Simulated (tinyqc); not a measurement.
Band-to-band tunnelling across a p-n junction in a two-band chain: one step. Self-energies of the two sides. Two cases, with inputs chosen for the exercise.

Task: Form cos(k a) and S for each side.

Sites alternate A at -Eg/2 and C at +Eg/2 with hopping -t; near the edges, with k counted from the zone boundary pi/a, E^2 = (Eg/2)^2 + (t a k)^2, so t = sqrt(c Eg/m)/a gives the mass m, c = hbar^2/2m0. In the gap cosh(q a) = 1 + (Eg^2/4 - e^2)/(2 t^2), e the energy from the local mid-gap. The potential is V0 = Eg + ov on the p side (left), 0 on the n side, and falls linearly over the 2N sites of the junction, V_j = V0 (1 - j/(2N + 1)), j = 1 to 2N, site 1 being A. E = Eg/2 + x ov. A half chain that ends on a site of level e1 with neighbour e2 has g = (1 + z)/(E - e1), z = exp(-/+ i k a) the root with Im g < 0, cos(k a) = (E - e1)(E - e2)/(2 t^2) - 1. S_L = t^2 g (ending on C, shifted by V0), S_R = t^2 g (starting on A). T = 4 Im(S_L) Im(S_R) |G_(1,2N)|^2.

Give: cos(k a); S_L, S_R.

Case 1.

Values chosen (out of a larger set: gap and mass near those of GaSb; not measured data): Eg = 0.749 eV (gap).

t = 2.080625 eV
V0 = 0.919000 eV
E = 0.485000 eV

Result:

cos(k a): left -0.994444, right -0.989030

S_L, S_R (eV): -0.02975-0.56365i  0.05525-0.74397i

Case 2.

Values chosen (out of a larger set: gap and mass near those of GaSb; not measured data): Eg = 0.728 eV (gap).

t = 1.593369 eV
V0 = 1.208000 eV
E = 0.685600 eV

Result:

cos(k a): left -0.972348, right -0.933522

S_L, S_R (eV): -0.07920-0.66889i  0.16080-0.86721i

Computed by tinyqc, one run a case: `OMP_NUM_THREADS=1 python tinyqc.py N N+1 out.jsonl` with N = 1450973, 1451133; one thread of a shared Intel(R) Xeon(R) Processor @ 2.30GHz, about 0.01 s a run at most.
